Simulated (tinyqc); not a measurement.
Worked calculation: RHF in the sto-3g basis, for BeH2, spin multiplicity 1. One step of it, computed by the program tinyqc.

Question. Iteration 2: building the Fock matrix. J_ij = sum D_kl (ij|kl), K_ij = sum D_kl (ik|jl); F = H + J - 0.5 K; E = tr D H + tr D J / 2 - 0.25 tr D K + E_nn.

D after iteration 1:
```
            1Be 1s     1Be 2s   1Be 2px   1Be 2py    1Be 2pz      2H 1s      3H 1s
1Be 1s    2.148125  -0.573768  0.000000  0.000000  -0.000589   0.016777   0.016777
1Be 2s   -0.573768   2.202454  0.000000  0.000000   0.002610  -0.037108  -0.037108
1Be 2px   0.000000   0.000000  0.000000  0.000000   0.000000   0.000000   0.000000
1Be 2py   0.000000   0.000000  0.000000  0.000000   0.000000   0.000000   0.000000
1Be 2pz  -0.000589   0.002610  0.000000  0.000000   2.000093  -0.002419  -0.002419
2H 1s     0.016777  -0.037108  0.000000  0.000000  -0.002419   0.000653   0.000653
3H 1s     0.016777  -0.037108  0.000000  0.000000  -0.002419   0.000653   0.000653
```

core Hamiltonian H = T + V (hartree):
```
            1Be 1s     1Be 2s    1Be 2px    1Be 2py    1Be 2pz      2H 1s      3H 1s
1Be 1s   -8.558240  -2.111616   0.000000   0.000000  -0.000594  -0.376359  -0.376359
1Be 2s   -2.111616  -2.767221   0.000000   0.000000  -0.005439  -1.018694  -1.018694
1Be 2px   0.000000   0.000000  -2.235780   0.000000   0.000000   0.000000   0.000000
1Be 2py   0.000000   0.000000   0.000000  -2.426200   0.000000  -1.119048   1.119048
1Be 2pz  -0.000594  -0.005439   0.000000   0.000000  -2.235868  -0.024589  -0.024589
2H 1s    -0.376359  -1.018694   0.000000  -1.119048  -0.024589  -2.016762  -0.058841
3H 1s    -0.376359  -1.018694   0.000000   1.119048  -0.024589  -0.058841  -2.016762
```

Two-electron integrals (ij|kl) in chemists' order, unique and non-zero (hartree):
```
(11|11) 2.298831    (21|11) 0.392036    (21|21) 0.079539    (22|11) 0.570988
(22|21) 0.143041    (22|22) 0.417683    (31|31) 0.014607    (32|31) 0.021888
(32|32) 0.092265    (33|11) 0.569578    (33|21) 0.143083    (33|22) 0.417589
(33|33) 0.449859    (41|41) 0.014607    (42|41) 0.021888    (42|42) 0.092265
(43|43) 0.024249    (44|11) 0.569578    (44|21) 0.143083    (44|22) 0.417589
(44|33) 0.401360    (44|44) 0.449859    (51|51) 0.014607    (52|51) 0.021888
(52|52) 0.092265    (53|53) 0.024249    (54|54) 0.024249    (55|11) 0.569578
(55|21) 0.143083    (55|22) 0.417589    (55|33) 0.401360    (55|44) 0.401360
(55|55) 0.449859    (61|11) 0.068061    (61|21) 0.013801    (61|22) 0.025037
(61|33) 0.024864    (61|41) 0.001216    (61|42) 0.002300    (61|44) 0.025396
(61|51) 0.000026    (61|52) 0.000050    (61|54) 0.000011    (61|55) 0.024864
(61|61) 0.002510    (62|11) 0.175719    (62|21) 0.044721    (62|22) 0.143666
(62|33) 0.138093    (62|41) 0.005832    (62|42) 0.036751    (62|44) 0.154674
(62|51) 0.000126    (62|52) 0.000792    (62|54) 0.000357    (62|55) 0.138100
(62|61) 0.008586    (62|62) 0.075567    (63|31) 0.003965    (63|32) 0.018900
(63|43) 0.006249    (63|53) 0.000135    (63|63) 0.006652    (64|11) 0.192509
(64|21) 0.049567    (64|22) 0.166853    (64|33) 0.156981    (64|41) 0.009415
(64|42) 0.056975    (64|44) 0.186419    (64|51) 0.000117    (64|52) 0.000821
(64|54) 0.000500    (64|55) 0.156989    (64|61) 0.009911    (64|62) 0.099507
(64|64) 0.134817    (65|11) 0.004149    (65|21) 0.001068    (65|22) 0.003596
(65|33) 0.003384    (65|41) 0.000117    (65|42) 0.000821    (65|44) 0.003749
(65|51) 0.003967    (65|52) 0.018917    (65|54) 0.006257    (65|55) 0.003653
(65|61) 0.000214    (65|62) 0.002145    (65|64) 0.002763    (65|65) 0.006712
(66|11) 0.344095    (66|21) 0.089101    (66|22) 0.321558    (66|33) 0.298479
(66|41) 0.013175    (66|42) 0.108683    (66|44) 0.367408    (66|51) 0.000284
(66|52) 0.002343    (66|54) 0.001486    (66|55) 0.298511    (66|61) 0.017480
(66|62) 0.217788    (66|64) 0.303615    (66|65) 0.006544    (66|66) 0.774606
(71|11) 0.068061    (71|21) 0.013801    (71|22) 0.025037    (71|33) 0.024864
(71|41) -0.001216   (71|42) -0.002300   (71|44) 0.025396    (71|51) 0.000026
(71|52) 0.000050    (71|54) -0.000011   (71|55) 0.024864    (71|61) 0.002294
(71|62) 0.007248    (71|64) 0.007769    (71|65) 0.000182    (71|66) 0.014311
(71|71) 0.002510    (72|11) 0.175719    (72|21) 0.044721    (72|22) 0.143666
(72|33) 0.138093    (72|41) -0.005832   (72|42) -0.036751   (72|44) 0.154674
(72|51) 0.000126    (72|52) 0.000792    (72|54) -0.000357   (72|55) 0.138100
(72|61) 0.007248    (72|62) 0.037946    (72|64) 0.040586    (72|65) 0.001065
(72|66) 0.080280    (72|71) 0.008586    (72|72) 0.075567    (73|31) 0.003965
(73|32) 0.018900    (73|43) -0.006249   (73|53) 0.000135    (73|63) 0.002578
(73|73) 0.006652    (74|11) -0.192509   (74|21) -0.049567   (74|22) -0.166853
(74|33) -0.156981   (74|41) 0.009415    (74|42) 0.056975    (74|44) -0.186419
(74|51) -0.000117   (74|52) -0.000821   (74|54) 0.000500    (74|55) -0.156989
(74|61) -0.007769   (74|62) -0.040586   (74|64) -0.042227   (74|65) -0.001123
(74|66) -0.085473   (74|71) -0.009911   (74|72) -0.099507   (74|74) 0.134817
(75|11) 0.004149    (75|21) 0.001068    (75|22) 0.003596    (75|33) 0.003384
(75|41) -0.000117   (75|42) -0.000821   (75|44) 0.003749    (75|51) 0.003967
(75|52) 0.018917    (75|54) -0.006257   (75|55) 0.003653    (75|61) 0.000182
(75|62) 0.001065    (75|64) 0.001123    (75|65) 0.002608    (75|66) 0.002298
(75|71) 0.000214    (75|72) 0.002145    (75|74) -0.002763   (75|75) 0.006712
(76|11) 0.009928    (76|21) 0.002457    (76|22) 0.006967    (76|33) 0.006870
(76|44) 0.007156    (76|51) 0.000014    (76|52) 0.000071    (76|55) 0.006871
(76|61) 0.000432    (76|62) 0.002458    (76|64) 0.002894    (76|65) 0.000077
(76|66) 0.005637    (76|71) 0.000432    (76|72) 0.002458    (76|74) -0.002894
(76|75) 0.000077    (76|76) 0.000118    (77|11) 0.344095    (77|21) 0.089101
(77|22) 0.321558    (77|33) 0.298479    (77|41) -0.013175   (77|42) -0.108683
(77|44) 0.367408    (77|51) 0.000284    (77|52) 0.002343    (77|54) -0.001486
(77|55) 0.298511    (77|61) 0.014311    (77|62) 0.080280    (77|64) 0.085473
(77|65) 0.002298    (77|66) 0.172813    (77|71) 0.017480    (77|72) 0.217788
(77|74) -0.303615   (77|75) 0.006544    (77|76) 0.005637    (77|77) 0.774606
```

nuclear repulsion = 2.93731105 hartree

Give: Coulomb J; exchange K; Fock matrix F; total energy of this density.

Answer.

Coulomb J (hartree):
```
         1Be 1s  1Be 2s  1Be 2px  1Be 2py  1Be 2pz   2H 1s    3H 1s
1Be 1s   6.8640  1.3465   0.0000   0.0000   0.0000  0.2342   0.2342
1Be 2s   1.3465  2.7983   0.0000   0.0000   0.0002  0.9111   0.9111
1Be 2px  0.0000  0.0000   2.7633   0.0000   0.0000  0.0000   0.0000
1Be 2py  0.0000  0.0000   0.0000   2.7610   0.0000  1.0286  -1.0286
1Be 2pz  0.0000  0.0002   0.0000   0.0000   2.8603  0.0227   0.0227
2H 1s    0.2342  0.9111   0.0000   1.0286   0.0227  1.9217   0.0473
3H 1s    0.2342  0.9111   0.0000  -1.0286   0.0227  0.0473   1.9217
```

exchange K (hartree):
```
         1Be 1s  1Be 2s  1Be 2px  1Be 2py  1Be 2pz   2H 1s    3H 1s
1Be 1s   4.6952  0.8289   0.0000   0.0000   0.0000  0.1459   0.1459
1Be 2s   0.8289  1.0930   0.0000   0.0000   0.0002  0.3295   0.3295
1Be 2px  0.0000  0.0000   0.2554   0.0000   0.0000  0.0000   0.0000
1Be 2py  0.0000  0.0000   0.0000   0.2503   0.0000  0.0856  -0.0856
1Be 2pz  0.0000  0.0002   0.0000   0.0000   1.1067  0.0084   0.0084
2H 1s    0.1459  0.3295   0.0000   0.0856   0.0084  0.1601   0.0799
3H 1s    0.1459  0.3295   0.0000  -0.0856   0.0084  0.0799   0.1601
```

Fock matrix F (hartree):
```
          1Be 1s   1Be 2s  1Be 2px  1Be 2py  1Be 2pz    2H 1s    3H 1s
1Be 1s   -4.0419  -1.1796   0.0000   0.0000  -0.0006  -0.2151  -0.2151
1Be 2s   -1.1796  -0.5154   0.0000   0.0000  -0.0054  -0.2724  -0.2724
1Be 2px   0.0000   0.0000   0.3998   0.0000   0.0000   0.0000   0.0000
1Be 2py   0.0000   0.0000   0.0000   0.2097   0.0000  -0.1333   0.1333
1Be 2pz  -0.0006  -0.0054   0.0000   0.0000   0.0711  -0.0061  -0.0061
2H 1s    -0.2151  -0.2724   0.0000  -0.1333  -0.0061  -0.1751  -0.0515
3H 1s    -0.2151  -0.2724   0.0000   0.1333  -0.0061  -0.0515  -0.1751
```

total energy of this density = -14.412755 hartree
